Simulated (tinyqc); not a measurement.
Inside a calculation. Method: Hubbard ring of 5 sites. One step of it, computed by the program tinyqc.

Task: Mean-field iteration 3. H(up) = T + U n(down), H(down) = T + U n(up); fill the lowest levels; n(new) = n + mixing (n(out) - n); E = tr T (rho up + rho down) + U sum n_up n_down of the output.

one-body matrix (hopping and site energies) (eV):
```
           1          2          3          4          5
1   0.100000  -0.620000   0.000000   0.000000  -0.620000
2  -0.620000  -0.460000  -0.620000   0.000000   0.000000
3   0.000000  -0.620000   0.240000  -0.620000   0.000000
4   0.000000   0.000000  -0.620000   0.950000  -0.620000
5  -0.620000   0.000000   0.000000  -0.620000   0.500000
```

U = 6.400000 eV

electrons, up and down: 3  2

mixing = 1

n(up) after iteration 2: 1 0.602571, 2 0.202537, 3 0.904604, 4 0.942085, 5 0.348202

n(down) after iteration 2: 1 0.598605, 2 0.125378, 3 0.148204, 4 0.777707, 5 0.350106

Give: levels, up; levels, down; energy; n(up) after iteration 3; n(down) after iteration 3.

Result:

levels, up (eV): -0.079  1.417  2.408  4.259  6.125

levels, down (eV): 0.640  2.427  4.280  5.819  7.364

energy = 9.471 eV

n(up) after iteration 3: 1 0.146, 2 0.976, 3 0.982, 4 0.042, 5 0.853

n(down) after iteration 3: 1 0.143, 2 0.961, 3 0.013, 4 0.016, 5 0.866
